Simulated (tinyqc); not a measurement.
Inside a calculation. Method: G0W0 on RHF in the sto-3g basis, for H2, spin multiplicity 1. Computed by tinyqc, a small Python program that keeps every step (integrals from PySCF). Settings: charge = 0, multiplicity = 1, basis = sto-3g, method = RHF, energy threshold = 1e-10, iteration cap = 51, orthogonalisation = symmetric, start = core, DIIS depth = 6. Command: `OMP_NUM_THREADS=1 python tinyqc.py 27605 27606 out.jsonl` (the two numbers bound the seeds that draw the settings). One thread of a shared host (Intel(R) Xeon(R) Processor @ 2.60GHz), about 0.03 s of CPU time with the checks. The early iterations of the SCF are left out here.

## One-electron integrals

Geometry (angstrom):
```
atom         x         y         z
H     0.000000  0.000000  0.000000
H     0.000000  0.000000  0.737000
```

Basis sto-3g: exponents (1/bohr^2) and contraction coefficients of normalised primitives:
```
element  l (shell)  exponent  coefficient
H            s (1)  3.425251     0.154329
H            s (1)  0.623914     0.535328
H            s (1)  0.168855     0.444635
```

Overlap, kinetic and nuclear-attraction integrals over the contracted functions; the nuclear repulsion is the sum of Za Zb / Rab.

nuclear repulsion = 0.71801521 hartree

overlap S, order 1H 1s, 2H 1s:
```
[[1.000000, 0.661836],
 [0.661836, 1.000000]]
```

kinetic energy T (hartree), order 1H 1s, 2H 1s:
```
[[0.760032, 0.238754],
 [0.238754, 0.760032]]
```

nuclear attraction V (hartree), order 1H 1s, 2H 1s:
```
[[-1.882944, -1.201656],
 [-1.201656, -1.882944]]
```

core Hamiltonian H = T + V (hartree), order 1H 1s, 2H 1s:
```
[[-1.122912, -0.962903],
 [-0.962903, -1.122912]]
```

## Two-electron integrals

Functions are numbered as in S; the eight-fold symmetry (ij|kl) = (ji|kl) = (kl|ij) leaves the list below.

Two-electron integrals (ij|kl) in chemists' order, unique and non-zero (hartree):
```
(11|11) 0.774606   (21|11) 0.446303   (21|21) 0.299584   (22|11) 0.571124
(22|21) 0.446303   (22|22) 0.774606
```

## Orthogonalisation

S = U s U^T; symmetric (Loewdin) form X = U s^(-1/2) U^T, so that X^T S X = 1.

eigenvalues of S: [0.338164, 1.661836]

X, order 1H 1s, 2H 1s:
```
[[1.247679, -0.471957],
 [-0.471957, 1.247679]]
```

## Iteration 2 (converged): orbitals

converged F (hartree), order 1H 1s, 2H 1s:
```
[[-0.367760, -0.595768],
 [-0.595768, -0.367760]]
```

Diagonalise F' = X^T F X, C = X C', fill 1 alpha and 1 beta electrons from the bottom; D = 2 C_occ C_occ^T. Each column has its largest component positive (the first on a tie).

F' = X^T F X (hartree):
```
[[0.047228, -0.627025],
 [-0.627025, 0.047228]]
```

orbital energies (hartree): [-0.579798, 0.674253]

coefficients C, order 1H 1s, 2H 1s:
```
[[0.548518, 1.215967],
 [0.548518, -1.215967]]
```

D after iteration 2, order 1H 1s, 2H 1s:
```
[[0.601744, 0.601744],
 [0.601744, 0.601744]]
```

## Convergence

Stop when the energy changes by less than 1e-10 hartree and every element of the error matrix X^T (F D S - S D F) X is below 3e-06.

Course of the cycle:
```
iteration  E (hartree)    change  largest element of the error matrix
1          -1.11690840         -                             2.54e-16
2          -1.11690840  4.44e-16                             5.10e-16
```

PySCF RHF in the same basis = -1.11690840 hartree

Converged in 2 iterations.

## Integrals over molecular orbitals

(pq|rs) = sum C_ip C_jq C_kr C_ls (ij|kl), one index at a time.

one-electron integrals over orbitals h = C^T H C (hartree):
```
[[-1.255126, 0.000000],
 [0.000000, -0.473171]]
```

Two-electron integrals over orbitals (pq|rs), unique and non-zero (hartree):
```
(11|11) 0.675328   (21|21) 0.181043   (22|11) 0.664233   (22|22) 0.698205
```

## Screening: direct RPA

With D = e_a - e_i and K = (ia|jb): diagonalise D^(1/2) (D + 4K) D^(1/2) = Z w^2 Z^T; X + Y = D^(1/2) Z w^(-1/2), each column of Z with its largest component positive (the first on a tie); E_c = (sum w - tr (D + 2K)) / 2.

D^(1/2) (D + 4K) D^(1/2) (hartree^2), order 1>2:
```
[[2.480790]]
```

excitation energies w (hartree): [1.575052]

X + Y, order 1>2:
```
[[0.892298]]
```

RPA correlation energy = -0.02054187 hartree

## G0W0 on Hartree-Fock: HOMO

W(p,q,m) = sqrt2 sum_ia (pq|ia) (X+Y)_ia,m; Sigma_c(x) = sum_(i,m) W^2/(x - e_i + w_m) + sum_(a,m) W^2/(x - e_a - w_m); solve x = e_p + Sigma_c(x) by Newton steps; Z = 1/(1 - dSigma/dx); 1 hartree = 27.211386 eV.

The 12 largest terms at x = e_p (hartree; W for the signs of X + Y given):
```
q  m         W       term
2  1  0.228458  -0.018449
```

Newton steps (hartree):
```
step          x  Sigma_c(x)         Z
0     -0.579798   -0.018449  0.993521
1     -0.598127   -0.018330  0.993604
2     -0.598127   -0.018330  0.993604
```

quasiparticle energy of the HOMO = -16.275877 eV

Hartree-Fock value = -15.777096 eV

## G0W0 on Hartree-Fock: LUMO

As before.

The 12 largest terms at x = e_p (hartree; W for the signs of X + Y given):
```
q  m         W      term
1  1  0.228458  0.018449
```

Newton steps (hartree):
```
step         x  Sigma_c(x)         Z
0     0.674253    0.018449  0.993521
1     0.692582    0.018330  0.993604
2     0.692583    0.018330  0.993604
```

quasiparticle energy of the LUMO = 18.846140 eV

Hartree-Fock value = 18.347359 eV
